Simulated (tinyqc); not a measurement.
Comparisons within one model: Slater-Koster d bands of a bcc metal. A value that a table varies takes the place of the one given here.

Slater-Koster d bands. For a bond with direction cosines (l, m, n) the 5 x 5 block is dds Ps + ddp Pp + ddd (1 - Ps - Pp), the projectors on sigma, pi and delta states about the bond; for instance <xy|xy> = 3 l^2 m^2 dds + (l^2 + m^2 - 4 l^2 m^2) ddp + (n^2 + l^2 m^2) ddd, <xy|yz> = 3 l m^2 n dds + l n (1 - 4 m^2) ddp + l n (m^2 - 1) ddd and <3z2-r2|3z2-r2> = (n^2 - (l^2 + m^2)/2)^2 dds + 3 n^2 (l^2 + m^2) ddp + (3/4)(l^2 + m^2)^2 ddd. H(k) sums the blocks times cos(k.R) over the neighbours; the d level is the zero of energy; k in 2 pi/a.

Neighbours: eight at (a/2)(1,1,1) and equivalents, and six at a(1,0,0) and equivalents with the integrals times f2.

Mesh: k = f1 b1 + f2 b2 + f3 b3 with fractions (j + 1/2)/N, j = 0 to N - 1, and b = (-1,1,1), (1,-1,1), (1,1,-1) for fcc, (0,1,1), (1,0,1), (1,1,0) for bcc, unit vectors for simple cubic. The lowest Nd/10 of all levels are filled with two electrons each; the bond energy is their sum per atom.

Inputs chosen for the exercise (of the size met in Ta; the results hold for these values, not for the real material):
- dds = -1.302 eV (dd sigma)
- ddp = 0.625 eV (dd pi)
- ddd = -0.052 eV (dd delta)
- f2 = 0.487 (factor on all three integrals for second neighbours)
- N = 10 (mesh)

## Band filling: full bands against the rectangular model

W = sqrt(12 mu2) with mu2 the mean square level on the mesh; rectangular model: Fermi level W (Nd/10 - 1/2), bond energy -W Nd (10 - Nd)/20. The Fermi level of the mesh is the highest filled level.

Per atom (eV):
```
Nd  EF, bands  bond energy, bands  EF, rectangle  bond energy, rectangle
1      -2.953              -3.412         -2.997                  -3.371
2      -2.285              -6.030         -2.248                  -5.993
3      -1.758              -8.080         -1.498                  -7.866
4      -0.605              -9.504         -0.749                  -8.990
5       0.570              -9.393          0.000                  -9.365
6       1.101              -8.521          0.749                  -8.990
7       1.440              -7.254          1.498                  -7.866
8       1.866              -5.620          2.248                  -5.993
9       2.830              -3.337          2.997                  -3.371
```

W = 7.492 eV
full width on the mesh = 8.854 eV

The bond energy is deepest at Nd = 4 (-9.504 eV); the rectangle has its minimum at 5. The two differ most at Nd = 7, by 0.612 eV or 7 % of the deepest value: the second moment fixes the parabola, and higher moments the rest. At Nd = 3 and 7 the bands give -8.080 and -7.254 eV, a skew towards less than half filling.

## Which lattice a d-band metal prefers

fcc has twelve neighbours, bcc eight and six (the six times f2), simple cubic six. The integrals of bcc and sc are scaled so that all three have the second moment of fcc, which stands for equal repulsion (structural energy difference theorem). s and p electrons are left out.

Bond energy per atom:
```
Nd  fcc (eV)  bcc - fcc (meV)  sc - fcc (meV)
1     -4.034              183            -149
2     -6.757              -48            -146
3     -8.823             -295             155
4    -10.251             -475             613
5    -10.738              138             893
6    -10.145              529             507
7     -8.626              439             -43
8     -6.424               82            -479
9     -3.503             -263            -680
```

scale factors: bcc 1.1285, sc 1.4142

mu3/mu2^1.5: fcc -0.149, bcc -0.136, sc 0.000

mu4/mu2^2: fcc 1.866, bcc 1.792, sc 2.471

largest change of a difference when N is raised to 14 = 22 meV

fcc is lowest for Nd = 5 and 6. bcc is lowest for Nd = 3 and 4. sc is lowest for Nd = 1, 2, 7, 8 and 9. bcc gains most on fcc at Nd = 4 (-475 meV). A small fourth moment marks a two-peaked band, which tends to favour fillings near one half; bcc has -4 % against fcc, and at Nd = 5 it lies +138 meV from fcc, which the fourth moment alone does not explain (differences of a few tens of meV are within the error of the mesh; hcp is left out, and this d-only model can miss the lattice of the real metal). The third moments, from three-membered rings, skew the bands. That simple cubic wins anywhere comes from keeping d bands and equal second moments alone; no transition metal takes it. Differences below about 22 meV are within the error of this mesh, and the s and p electrons left out weigh most where the d band is nearly empty or full.

## What each integral does

Levels at Gamma, E(t2g) = (8/3) dds + (16/9) ddp + (32/9) ddd + f2 (4 ddp + 2 ddd), E(eg) = (16/3) ddp + (8/3) ddd + f2 (3 dds + 3 ddd), and W = sqrt(12 mu2), the width of a rectangular band with the same second moment mu2 = z (dds^2 + 2 ddp^2 + 2 ddd^2)/5, z = 8 + 6 f2^2. Each row changes one parameter from the base and keeps the others.

Results:
```
case              t2g (eV)  eg (eV)  W (eV)
base               -1.3789   1.2165  7.4919
dds = -1.4973 eV   -1.8997   0.9311  8.2760
ddp = 0.5312 eV    -1.7284   0.7162  7.1570
ddd = -0.0442 eV   -1.3436   1.2487  7.4896
f2 = 0.56          -1.2040   0.9199  7.6720
```

The largest shifts from the base row, up to three for each result and ties (the steps differ in size, so this ranks the rows, not the parameters). t2g (eV): dds -0.5208, ddp -0.3495, f2 +0.1749. eg (eV): ddp -0.5003, f2 -0.2965, dds -0.2853. W (eV): dds +0.7841, ddp -0.3349, f2 +0.1801. The ratio of the shifts of t2g and eg names the integral: it is the ratio of the coefficients in the two formulas.

Run: tinyqc, `OMP_NUM_THREADS=1 python tinyqc.py 1452422 1452423 out.jsonl`; Intel(R) Xeon(R) Processor @ 2.30GHz, one thread, shared host; about 0.06 s of CPU time with all checks.
